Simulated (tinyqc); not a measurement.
# From one set of inputs to another, one input at a time

Model: decay of LO phonons and the hot-phonon bottleneck in the cooling of electrons. Computed by tinyqc, a small Python program. Command: `OMP_NUM_THREADS=1 python tinyqc.py 3031201 3031202 out.jsonl hotphonon ladder`. One thread of a shared host (Intel(R) Xeon(R) Processor @ 2.30GHz), about 0.02 s of CPU time with the checks.

n(E, T) = 1/(exp(E/(k_B T)) - 1) is the Bose occupation. Electrons have a temperature T_e; the LO modes within their reach share one occupation N; the decay products stay at the lattice temperature.

The inputs printed are set A. Set A is modelled on gallium arsenide; the values taken over come from a set modelled on aluminium nitride. Inputs not listed in the table keep their values of set A, so the rows need not describe a real material.

Inputs (values chosen for the exercise, modelled on gallium arsenide): LO energy hbar omega = 35 meV; lifetime at T = 0, tau_0 = 6.9 ps; weight b of the three-phonon channel = 0.091; lattice temperature T = 400 K; electron mass m* = 0.0644 m_0; eps_inf = 10.8; static dielectric constant eps_s = 12.6; electron density n = 5.2e+17 1/cm^3; density of LO modes that the electrons reach, N_m = 2.4e+19 1/cm^3; power supplied per electron P = 0.5 nW.

Decay channel: two equal phonons plus a three-phonon channel.

Constants: k_B = 8.617333262e-05 eV/K; c = 299792458 m/s; e^2/(4 pi eps_0) = 14.39964548 eV angstrom; hbar^2/(2 m_0) = 3.80998212 eV angstrom^2; hbar = 6.582119569e-16 eV s; e = 1.602176634e-19 C.

Method:
- Decay rate 1/tau = (1/tau_0) [1 + 2 n_2 + b (1 + 3 n_3 + 3 n_3^2)]/(1 + b), n_2 = n(hbar omega/2), n_3 = n(hbar omega/3).
- Full width Gamma = 1/(2 pi c tau) in 1/cm, c in cm/s.
- Froehlich coupling alpha = (e^2/(4 pi eps_0)) (1/eps_inf - 1/eps_s) k_0/(2 hbar omega), k_0 = sqrt(m* hbar omega/(hbar^2/(2 m_0))); emission time tau_sp = hbar/(2 alpha hbar omega); bottleneck ratio r = (n/N_m) tau/tau_sp.
- Net emission per electron: [(N + 1) x - N]/tau_sp with x = exp(-hbar omega/(k_B T_e)), a simple two-level balance; steady state of the modes: n [(N + 1) x - N]/tau_sp = N_m (N - N_0)/tau; power per electron P = hbar omega [(N + 1) x - N]/tau_sp.
- With p = P tau_sp/(hbar omega): N = N_0 + r p and x = (p + N)/(N + 1); without hot phonons N = N_0. The mode temperature T_LO solves n(hbar omega, T_LO) = N.

Each row keeps all changes above it:
```
input moved                                                    from       to  mode temperature T_LO (K)  LO occupation N  bottleneck ratio r
set A                                                             -        -                     400.99          0.57028          1.7730e-01
eps_inf                                                        10.8     4.72                     400.99          0.57028          1.7760e+00
density of LO modes that the electrons reach, N_m (1/cm^3)  2.4e+19  4.5e+18                     405.29          0.58001          9.4719e+00
lifetime at T = 0, tau_0 (ps)                                   6.9      1.1                     400.84          0.56994          1.5100e+00
electron density n (1/cm^3)                                 5.2e+17  3.1e+18                     405.03          0.57942          9.0020e+00
electron mass m* (m_0)                                       0.0644    0.316                     405.03          0.57942          1.9941e+01
LO energy hbar omega (meV)                                       35      113                     436.05          0.05200          1.3034e+02
static dielectric constant eps_s                               12.6     8.37                     436.05          0.05200          9.0882e+01
```

Which inputs carry the difference?

Mode temperature T_LO goes from 401 to 436, a factor 1.09 in all. The largest single move comes from LO energy hbar omega (a factor 1.08), and lifetime at T = 0, tau_0 works against it (a factor 0.9890). LO occupation N goes from 0.570 to 0.0520, a factor 0.0912 in all. The largest single move comes from LO energy hbar omega (a factor 0.0897). Bottleneck ratio r goes from 0.177 to 90.9, a factor 513 in all. The largest single move comes from eps_inf (a factor 10.0), and lifetime at T = 0, tau_0 works against it (a factor 0.159). The single moves hold for this order of the switches; the total does not depend on the order.

Caution (rows eps_inf, density of LO modes that the electrons reach, N_m, lifetime at T = 0, tau_0, electron density n, electron mass m*, LO energy hbar omega, static dielectric constant eps_s): alpha is above 1/2, so hbar/tau_sp exceeds hbar omega and the emission time, a weak-coupling result, is only rough. Caution (rows electron density n): the electrons are degenerate; Pauli blocking and the Fermi energy, left out here, matter.

Extremes, crossings and ranges named in words are read from the listed rows.
